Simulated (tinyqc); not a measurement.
Inside a calculation. Method: plane-wave Kohn-Sham cycle with exchange-only LDA in a layered model solid. One step of it, computed by the program tinyqc.

Question. Iteration 1: potential. V_H(G) = 4 pi rho(G)/G^2 for G != 0 (uniform background); v_x = -(3 rho/pi)^(1/3); V = V_ext + V_H + v_x; Fourier components f(G_m) = (1/N) sum_j f(x_j) exp(-i G_m x_j).

A solid whose potential varies along x alone (atomic units):
```
parameter                      value
period a                   18.000000
cross-section of the cell   9.000000
electrons per cell                 4
grid points                       16
plane waves -n..n, n               2
k points                           3
V1 in V1 cos(2 pi x/a)     -0.390000
V2 in V2 cos(4 pi x/a)     -0.100000
```

density at the start, on the grid x_j = j a/N (e/bohr^3): 0.02469136  0.02469136  0.02469136  0.02469136  0.02469136  0.02469136  0.02469136  0.02469136  0.02469136  0.02469136  0.02469136  0.02469136  0.02469136  0.02469136  0.02469136  0.02469136

Give: Potentials on the grid; V(G_m), m = 0, 1, 2, ....

Answer.

Potentials on the grid (hartree):
```
x        V_ext    V_H     v_x         V
0.000   -0.490  0.000  -0.287    -0.777
1.125   -0.431  0.000  -0.287    -0.718
2.250   -0.276  0.000  -0.287    -0.563
3.375   -0.079  0.000  -0.287    -0.365
4.500    0.100  0.000  -0.287    -0.187
5.625    0.220  0.000  -0.287    -0.067
6.750    0.276  0.000  -0.287    -0.011
7.875    0.290  0.000  -0.287  2.85e-03
9.000    0.290  0.000  -0.287  3.25e-03
10.125   0.290  0.000  -0.287  2.85e-03
11.250   0.276  0.000  -0.287    -0.011
12.375   0.220  0.000  -0.287    -0.067
13.500   0.100  0.000  -0.287    -0.187
14.625  -0.079  0.000  -0.287    -0.365
15.750  -0.276  0.000  -0.287    -0.563
16.875  -0.431  0.000  -0.287    -0.718
```

V(G_m), m = 0, 1, 2, ... (hartree): -0.287  -0.195  -0.050  0.000  0.000
